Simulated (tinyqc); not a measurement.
Comparisons within one model: thin (001) film in sp3s* tight binding with raised dangling bonds. A value that a table varies takes the place of the one given here.

Planes alternate anion (a), cation (c) along [001], a/4 apart, starting with an anion; zero in-plane momentum; levels counted from the bulk Ev, the lower root of [[Epa, Vxx], [Vxx, Epc]]; no spin-orbit coupling. Block of s, pz, s*: from an anion to the cation above, Vss/2 (s,s), Vsapc/2 (s,z), -Vscpa/2 (z,s), Vxx/2 (z,z), Vxapc/2 (s*,z), -Vpaxc/2 (z,s*); to the cation below the same with the s-z and s*-z signs reversed. Block of u = (px + py)/sqrt2 and v = (px - py)/sqrt2: to the cation above (Vxx + Vxy)/2 for u and (Vxx - Vxy)/2 for v, to the cation below the reverse. Each surface atom has two dangling sp3 hybrids; raising both by dl adds (dl/2) [[1, t], [t, 1]] to its s, pz levels (t = -1 at the bottom face, +1 at the top) and dl to the one of u, v in whose plane the missing bonds lie (v for a bottom anion or a top cation, u for a top anion).

Parameters, chosen for this exercise (near a published set for AlAs, fitted to gaps, whose masses and valley positions are rough; not measured data): p = (-7.536, 0.979, -1.167, 3.6, 7.452, 6.752, -6.744, 1.896, 4.282, 5.093, 5.486, 4.563, 5.016) eV (order Esa, Epa, Esc, Epc, Exa, Exc, Vss, Vxx, Vxy, Vsapc, Vscpa, Vxapc, Vpaxc); Nw = 18 (planes in the thicker film); a = 5.661 angstrom (lattice constant); dp = 30 eV (value of dl for the passivated films); Ns = (9, 10, 13, 19, 25, 37, 48, 60) (numbers of planes).

## States in the gap of a film

edges (eV): Gamma 3.12188, Delta 2.23958

Levels between 0 and the lower bulk edge, the largest weight on the two outer planes of both faces among them, and the nearest levels outside, for several shifts dl.

Film of Nw planes:
```
dl (eV)  levels in the gap              at (eV)  surface weight  next above (eV)  next below (eV)
0                        3  0.049, 0.994, 1.368            0.87           2.2602          -0.0687
1                        3  0.340, 1.868, 1.966            0.89           2.2614          -0.0687
2                        1                0.752            0.69           2.2543          -0.0687
3                        1                1.243            0.74           2.2581          -0.0687
5                        1                2.232            0.69           2.2590          -0.0687
10                       0                    -               -           2.2591          -0.0687
30                       0                    -               -           2.2593          -0.0687
100                      0                    -               -           2.2593          -0.0687
```

Can the levels of the bare film be read as confined subbands?

No: with bare surfaces (dl = 0) 3 levels lie in the bulk gap, with up to 87 % of the weight on the four outer planes, two a face, where an even spread gives 22 %; these are dangling-bond states, not subbands. The reruns show the bulk gap clear from dl = 10 eV on, and at dl = 30 eV the next level above lies 0.0 meV from its value at 100 eV.

## Gap against thickness

Passivated films (finite dp, so levels can still be some meV from their limit), thickness N a/4. Highest level below mid-gap (either block) and the two lowest above it. The exponents are -d ln(shift)/d ln N between the sixth and the last film, for the valence level and for the lowest conduction level.

Levels (eV):
```
N   thickness (angstrom)      Ev1     Ec1     Ec2     gap
9                  12.74  -0.2415  2.3393  2.5558  2.5808
10                 14.15  -0.1738  2.3275  2.5196  2.5013
13                 18.40  -0.1330  2.2792  2.3741  2.4122
19                 26.89  -0.0691  2.2575  2.2827  2.3267
25                 35.38  -0.0422  2.2536  2.2564  2.2958
37                 52.36  -0.0204  2.2468  2.2479  2.2672
48                 67.93  -0.0120  2.2439  2.2449  2.2559
60                 84.92  -0.0079  2.2424  2.2430  2.2503
```

exponents: valence 1.97, conduction 1.91

The gap is 2.581 eV at 12.7 angstrom and 2.250 eV at 84.9, against 2.240 eV in the bulk along this line. At 19 planes the conduction side gives 18 meV of the widening and the valence side 69 meV. A hard-walled parabolic band has exponent 2; departures come from the offset between N a/4 and the effective width, from non-parabolicity and from the termination (odd and even N end differently: in the direction of the bond rows at the two faces and, in a compound, in the kind of atom), which also makes single steps in N uneven. Ec1 and Ec2 come from the neighbourhood of X.

## What each change does

A film of Nw planes with shift dp: highest level below mid-gap (half the lower bulk edge) and the two lowest above. Each row changes one parameter from the base and keeps the others.

Results:
```
case        Ev1 (eV)  Ec1 (eV)  Ec2 (eV)
base         -0.0687    2.2593    2.2965
Nw = 19      -0.0691    2.2575    2.2827
dp = 15 eV   -0.0687    2.2592    2.2962
```

The largest shifts from the base row, up to three for each result and ties (the steps differ in size, so this ranks the rows, not the parameters). Ev1 (eV): Nw -0.0004; unchanged at the printed digits by dp. Ec1 (eV): Nw -0.0017, dp -0.0001. Ec2 (eV): Nw -0.0138, dp -0.0003. An odd change of Nw also changes which atoms end the film, so levels need not move as thickness alone would move them; the row for dp shows how far the passivation is from converged.

(tinyqc, `OMP_NUM_THREADS=1 python tinyqc.py 1480905 1480906 out.jsonl`, Intel(R) Xeon(R) Processor @ 2.30GHz, 1 thread, shared host, about 0.3 s.)
